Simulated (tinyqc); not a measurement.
What moves the results: optical gain and spontaneous emission in a bulk direct-gap semiconductor. A value that a table varies takes the place of the one given here.

Parabolic bands, vertical transitions, no excitons. For each hole band j: mr = me mj/(me + mj); joint density of states J_j(E) = (mr/c)^(3/2) sqrt(E - Eg)/(2 pi^2), both spins, c = hbar^2/2m0; averaged matrix element |e.p|^2 = m0 Ep/6; alpha_j(E) = 4 pi^2 alpha_f c Ep J_j/(3 nr E) in 1/angstrom (alpha_f the fine-structure constant, listed as alpha among the constants), times 1e8 for 1/cm.

F_j(eta) = (1/Gamma(j + 1)) integral_0^infinity x^j dx/(1 + exp(x - eta)), which tends to exp(eta) for eta << 0.

Quasi-Fermi levels: n = Nc F_1/2(Fc/kT) and p = Nv F_1/2(Fv/kT), Fc counted up from the conduction edge and Fv down from the valence edge; Nc, Nv from N = 2 (m kB T/(4 pi c))^(3/2) with c = hbar^2/2m0, in 1/angstrom^3; times 1e24 for 1/cm^3, with me and (mhh^(3/2) + mlh^(3/2))^(2/3).

For band j the electron sits at Ee = (E - Eg) mr/me above its edge and the hole at Eh = (E - Eg) mr/mj; fe = 1/(1 + exp((Ee - Fc)/kT)), fh = 1/(1 + exp((Eh - Fv)/kT)); gain g = sum_j alpha_j (fe + fh - 1).

Spontaneous rate: R = integral of (nr E/(hbar c))^2/(pi^2 hbar) sum_j alpha_j fe fh dE, with alpha in 1/cm and (nr E/(hbar c))^2 in 1/cm^2 (1e16 per 1/angstrom^2); B = R/(n p); lifetime n/R.

Constants: hbar^2/2m0 = 3.80998211 eV angstrom^2; fine-structure constant alpha = 0.007297352564; kB = 8.617333262e-05 eV/K; hbar = 6.58211957e-16 eV s; hbar c = 1973.269805 eV angstrom.

Inputs chosen for the exercise (near those of GaAs; shifted at random, so the results belong to these values and not to a real crystal):
- Eg = 1.422 eV (direct gap)
- me = 0.0688 m0 (electron mass)
- mhh = 0.496 m0 (heavy-hole mass)
- mlh = 0.0829 m0 (light-hole mass)
- Ep = 24.9 eV (Kane energy)
- nr = 3.62 (refractive index)
- T = 350 K
- n = 3.8e+18 1/cm^3 (injected density, n = p)

## Peak gain against injection

The peak is the largest g over E; a dash marks no gain.

Gain:

| n (1/cm^3) | Fc (eV) | Fv (eV) | peak gain (1/cm) | peak E - Eg (eV) | B (cm^3/s) |
|---|---|---|---|---|---|
| 7.9e+17 | 0.0243 | -0.0808 | - | - | 1.77e-10 |
| 1.3e+18 | 0.0484 | -0.0654 | - | - | 1.66e-10 |
| 1.8e+18 | 0.0669 | -0.0551 | 46 | 0.0041 | 1.56e-10 |
| 2.2e+18 | 0.0798 | -0.0487 | 192 | 0.0112 | 1.49e-10 |
| 2.8e+18 | 0.0972 | -0.0409 | 444 | 0.0213 | 1.40e-10 |
| 3.6e+18 | 0.1178 | -0.0326 | 782 | 0.0336 | 1.30e-10 |
| 4.7e+18 | 0.1433 | -0.0235 | 1213 | 0.0487 | 1.19e-10 |
| 6.3e+18 | 0.1764 | -0.0133 | 1763 | 0.0673 | 1.07e-10 |

transparency density (Fc + Fv = 0) = 1.58e+18 1/cm^3

Gain starts at 1.58e+18 1/cm^3, where Fc = -Fv = 0.0592 eV: with Nv/Nc = 21 the electrons must be degenerate before the holes are. The slope of peak gain against n is 3.63e-16 cm^2 between the first two rows with gain and 3.44e-16 between the last two; the peak moves from 0.0041 to 0.0673 eV above the gap as the bands fill, and B falls by a factor 1.66. Line broadening and gap shrinkage are left out.

## Gain spectrum

At the density n.

Spectrum:

| E - Eg (eV) | alpha, empty (1/cm) | fe, heavy | fh, heavy | g (1/cm) |
|---|---|---|---|---|
| 0.005 | 1881 | 0.981 | 0.261 | 449 |
| 0.010 | 2651 | 0.978 | 0.257 | 607 |
| 0.020 | 3723 | 0.970 | 0.250 | 778 |
| 0.030 | 4528 | 0.961 | 0.242 | 851 |
| 0.045 | 5489 | 0.940 | 0.231 | 844 |
| 0.060 | 6274 | 0.911 | 0.221 | 716 |
| 0.080 | 7148 | 0.850 | 0.207 | 345 |
| 0.100 | 7887 | 0.761 | 0.194 | -294 |
| 0.130 | 8818 | 0.570 | 0.176 | -1806 |
| 0.170 | 9831 | 0.293 | 0.154 | -4442 |
| 0.220 | 10843 | 0.088 | 0.129 | -7360 |

Fc + Fv = 0.0919 eV

g is positive below E - Eg = 0.0919 eV; the largest value listed is 851 1/cm at 0.030 eV. At 0.220 eV above the gap g is -0.68 times the absorption of the empty crystal, whose limit is -1.

## Transparency density and B against temperature

Eg is held fixed; B is taken at n = 1e15 1/cm^3.

Results:

| T (K) | transparency density (1/cm^3) | Fc/kT there | B (cm^3/s) |
|---|---|---|---|
| 100 | 2.41e+17 | 1.963 | 1.27e-09 |
| 150 | 4.43e+17 | 1.963 | 6.96e-10 |
| 200 | 6.83e+17 | 1.963 | 4.54e-10 |
| 250 | 9.54e+17 | 1.963 | 3.26e-10 |
| 300 | 1.25e+18 | 1.963 | 2.49e-10 |
| 350 | 1.58e+18 | 1.963 | 1.99e-10 |
| 400 | 1.93e+18 | 1.963 | 1.63e-10 |
| 500 | 2.70e+18 | 1.963 | 1.18e-10 |

Fc/kT at transparency stays at 1.963, since it depends on Nv/Nc alone, so the density goes as T^1.50. B goes as T^-1.48, against T^-1.5 for non-degenerate carriers: hot carriers spread over k and fewer pairs share a wave vector.

## What moves transparency and gain

Transparency is Fc + Fv = 0; the peak is the largest g over E at the density n (0 if none). Each row changes one parameter from the base and keeps the others.

Results:

| case | transparency density (1/cm^3) | Fc + Fv (eV) | peak gain (1/cm) |
|---|---|---|---|
| base | 1.58e+18 | 0.0919 | 864 |
| me = 0.0791 m0 | 1.81e+18 | 0.0740 | 845 |
| mhh = 0.298 m0 | 1.22e+18 | 0.1162 | 1522 |
| Ep = 27.4 eV | 1.58e+18 | 0.0919 | 950 |
| T = 390 K | 1.86e+18 | 0.0807 | 661 |
| n = 4.94e+18 1/cm^3 | 1.58e+18 | 0.1267 | 1301 |
| nr = 3.8 | 1.58e+18 | 0.0919 | 823 |

The largest shifts from the base row, up to three for each result and ties (the steps differ in size, so this ranks the rows, not the parameters). transparency density (1/cm^3): mhh -3.57e+17, T +2.79e+17, me +2.27e+17; unchanged at the printed digits by Ep, n and nr. Fc + Fv (eV): n +0.0348, mhh +0.0243, me -0.0179; unchanged at the printed digits by Ep and nr. peak gain (1/cm): mhh +658, n +437, T -202.

Computed by tinyqc, a small Python program: `OMP_NUM_THREADS=1 python tinyqc.py 1682294 1682295 out.jsonl` (the numbers bound the seed that draws the inputs); one thread of a shared host (Intel(R) Xeon(R) Processor @ 2.30GHz), about 0.1 s for the whole set of steps.
